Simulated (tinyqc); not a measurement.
From results back to parameters: strained quantum well: band edges, subbands and transparency. Two cases, with inputs chosen for the exercise.

Problem. In a thick strained layer the gaps to heavy and light holes are Ec - E_HH and Ec - E_LH. They were computed from hidden e and Eg.

Growth on (001), barriers unstrained: tr(e) = e (2 - nu2), Z = b e (1 + nu2); Ec = Ev + Eg + ac tr(e), E_HH = Ev + av tr(e) + Z, E_LH = Ev + av tr(e) - Z (coupling to the split-off band left out).

Find: Z; e; Eg.

Method. Half of (Ec - E_LH) - (Ec - E_HH) is Z, which gives e; the mean is Eg + (ac - av) tr(e).

Case 1.

Values chosen (near those of an InGaAs/InP well; the results hold for these values, not for the real material): nu2 = 0.992 (2 C12/C11); ac = -6.12 eV; av = 1.08 eV (Ev moves by av tr(e)); b = -1.9 eV (shear potential).

Ec - E_HH, Ec - E_LH (eV): 0.74832  0.72939

Solution.

Z = -0.0095 eV
e = 0.0025
Eg = 0.757 eV

Case 2.

Values chosen (near those of an InGaAs/AlGaAs well; the results hold for these values, not for the real material): nu2 = 0.95 (2 C12/C11); ac = -6.75 eV; av = 1.13 eV (Ev moves by av tr(e)); b = -1.96 eV (shear potential).

Ec - E_HH, Ec - E_LH (eV): 1.19277  1.30055

Solution.

Z = 0.0539 eV
e = -0.0141
Eg = 1.130 eV

Computed by tinyqc, one run a case: `OMP_NUM_THREADS=1 python tinyqc.py N N+1 out.jsonl` with N = 1250346, 1250418; one thread of a shared Intel(R) Xeon(R) Processor @ 2.30GHz, about 0.01 s a run at most.
